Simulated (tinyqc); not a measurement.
From results back to parameters: quantum-confined Stark effect in a modulator well. Three cases, with inputs chosen for the exercise.

Problem. The shift of E_e + E_h was computed from a hidden field.

Envelopes on cells of 0.5 angstrom over the well |z| < L/2 and 45 angstrom of barrier on each side, psi = 0 beyond, psi'/m continuous (mean mass between points), c = hbar^2/2m0. The electron sees + e F z and the hole - e F z, each with its offset in the barriers; 1 kV/cm = 1e-5 eV/angstrom. Light holes, band mixing and escape by tunnelling are left out.

Constants: hbar^2/2m0 = 3.80998211 eV angstrom^2.

Case 1.

Values chosen (near those of an InGaAs well in InAlAs; shifted at random, so the results belong to these values and not to a real crystal): L = 82 angstrom (well width); Vc = 0.54 eV (conduction offset); Vv = 0.194 eV (heavy-hole offset); me = 0.0435 m0 (electron, well); meb = 0.074 m0 (electron, barrier); mh = 0.354 m0 (heavy hole along z, well); mhb = 0.416 m0 (heavy hole, barrier).

shift = -20.600 meV

Case 2.

Values chosen (near those of an InGaAs well in InAlAs; shifted at random, so the results belong to these values and not to a real crystal): L = 78 angstrom (well width); Vc = 0.492 eV (conduction offset); Vv = 0.211 eV (heavy-hole offset); me = 0.0425 m0 (electron, well); meb = 0.0756 m0 (electron, barrier); mh = 0.352 m0 (heavy hole along z, well); mhb = 0.44 m0 (heavy hole, barrier).

shift = -22.580 meV

Case 3.

Values chosen (near those of a Ge well in SiGe, direct gap; shifted at random, so the results belong to these values and not to a real crystal): L = 92 angstrom (well width); Vc = 0.376 eV (conduction offset); Vv = 0.107 eV (heavy-hole offset); me = 0.0425 m0 (electron, well); meb = 0.0557 m0 (electron, barrier); mh = 0.202 m0 (heavy hole along z, well); mhb = 0.241 m0 (heavy hole, barrier).

shift = -6.294 meV

Find: F; local exponent d ln(shift)/d ln F.

Solution. The shift grows steadily in size with F, so bisection finds one value; its slope is -e times the separation of the carriers.

Case 1.

F = 143.0 kV/cm
local exponent d ln(shift)/d ln F = 1.77

Case 2.

F = 162.0 kV/cm
local exponent d ln(shift)/d ln F = 1.77

Case 3.

F = 62.0 kV/cm
local exponent d ln(shift)/d ln F = 1.92

Computed by tinyqc, one run a case: `OMP_NUM_THREADS=1 python tinyqc.py N N+1 out.jsonl` with N = 1250198, 1250242, 1250344; one thread of a shared Intel(R) Xeon(R) Processor @ 2.30GHz, about 0.2 s a run at most.
